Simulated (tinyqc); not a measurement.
Thermal stress, cracking, delamination and buckling of a thin film; Griffith cracks and misfitting inclusions: one step, computed by the program tinyqc. Command: `OMP_NUM_THREADS=1 python tinyqc.py 3003353 3003354 out.jsonl filmcrack walk`. One thread of a shared host (Intel(R) Xeon(R) Processor @ 2.30GHz), about 0.01 s of CPU time with the checks.

Isotropic linear elasticity; the substrate is much thicker than the film; stress is positive in tension.

Question. Stress in the film. Thermal strain = (alpha_f - alpha_s)(T_d - T); stress = E/(1 - nu) x strain + intrinsic stress; plane-strain modulus Ebar = E/(1 - nu^2); G0 = stress^2 h/(2 Ebar) is the energy freed per area when a long strip loses its stress across its width.

Inputs (values chosen for the exercise, modelled on a silicon dioxide film on silicon):
```
quantity                     value        unit
film Young's modulus E        68.9         GPa
film Poisson ratio nu         0.17           -
film expansion alpha_f       0.538      1e-6/K
substrate expansion alpha_s      3      1e-6/K
deposition temperature T_d     950           K
final temperature T            300           K
intrinsic stress                71         MPa
film thickness h               1.3  micrometre
```

Give: thermal strain; film stress; Ebar; G0.

Answer.

thermal strain = -0.001600

film stress = -61.84 MPa

Ebar = 70.95 GPa

G0 = 0.03504 J/m^2

The film ends in compression; the thermal part is -133 MPa.
